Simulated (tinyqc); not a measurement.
# Gain factor and gap resistance from two string resistances

Inverse problem. At small bit-line voltage each of the 96 cells has the resistance 1/(K x) at overdrive x (no mobility reduction) in series with a gap resistance Rg. Find K, Rg and the share of the gaps at the higher overdrive.

resistance of a string of 96 equal cells at overdrives of 3.8 and 7.9 V (kohm): [1034.1053, 597.06329]

Solution. The resistance per cell is a straight line in 1/x with slope 1/K and intercept Rg.

K = 30.0 uA/V^2
Rg = 2.00 kohm
share of the gaps = 32.2 %

Computed by the program tinyqc: `OMP_NUM_THREADS=1 python tinyqc.py 2142003 2142004 out.jsonl`, one thread of a shared Intel Xeon 2.30GHz, about 0.4 s for the whole run.
